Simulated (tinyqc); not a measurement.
Field dependence: Hall effect and magnetoresistance of several carrier groups with constant relaxation times. Computed by tinyqc, a small Python program. Command: `OMP_NUM_THREADS=1 python tinyqc.py 3018553 3018554 out.jsonl hall2 walk`. One thread of a shared host (Intel(R) Xeon(R) Processor @ 2.30GHz), about 0.01 s of CPU time with the checks.

Group 1 has charge -e and group 2 charge +e; s_i is that sign. B lies along z; mu B is formed with mu in m^2/(V s).

Inputs (values chosen for the exercise, for a model conductor):
```
quantity        value        unit
density n1    1.2e+13      1/cm^2
mobility mu1     3700  cm^2/(V s)
density n2    9.1e+11      1/cm^2
mobility mu2      280  cm^2/(V s)
```

Carriers: electrons and holes. Densities: per area (a thin layer).

Constants: e = 1.602176634e-19 C.

Method:
- Weak field: R_H(0) = sum s_i n_i mu_i^2/(e (sum n_i mu_i)^2); MR = c B^2 with c = n1 n2 mu1 mu2 (s1 mu1 - s2 mu2)^2/(n1 mu1 + n2 mu2)^2. Strong field: R_H = 1/(e sum s_i n_i); rho_xx saturates at (n1/mu1 + n2/mu2)/(e (sum s_i n_i)^2).
- sigma_xx = sum n_i e mu_i/(1 + mu_i^2 B^2); sigma_xy = sum s_i n_i e mu_i^2 B/(1 + mu_i^2 B^2).
- rho_xx = sigma_xx/(sigma_xx^2 + sigma_xy^2); Hall coefficient R_H = sigma_xy/(B (sigma_xx^2 + sigma_xy^2)), with B in V s/cm^2 (1 T = 1e-4 V s/cm^2); magnetoresistance MR = rho_xx(B)/rho_xx(0) - 1.

saturation MR = 135.758 %

Against the field:
```
B (T)       mu1 B  rho_xx (ohm)  R_H (cm^2/C)      MR (%)
0.14   5.1800e-02        139.77   -5.1398e+05  1.7614e-03
0.41   1.5170e-01        139.79   -5.1399e+05  1.5105e-02
1.1    4.0700e-01        139.92   -5.1402e+05  1.0866e-01
2.7    9.9900e-01        140.68   -5.1422e+05  6.5200e-01
6.8    2.5160e+00        145.41   -5.1543e+05  4.0321e+00
16     5.9200e+00        167.27   -5.2106e+05  1.9673e+01
41     1.5170e+01        239.71   -5.3970e+05  7.1503e+01
110    4.0700e+01        308.46   -5.5739e+05  1.2069e+02
320    1.1840e+02        326.77   -5.6210e+05  1.3378e+02
```

What follows from these numbers?

MR starts as B^2.00 and ends as B^0.10; it saturates at 136 %. One group alone would show no magnetoresistance in this model. The rows with mu1 B well above 1 show the semiclassical limit; Landau quantisation is left out. Fields above 100 T are beyond ordinary laboratory magnets.
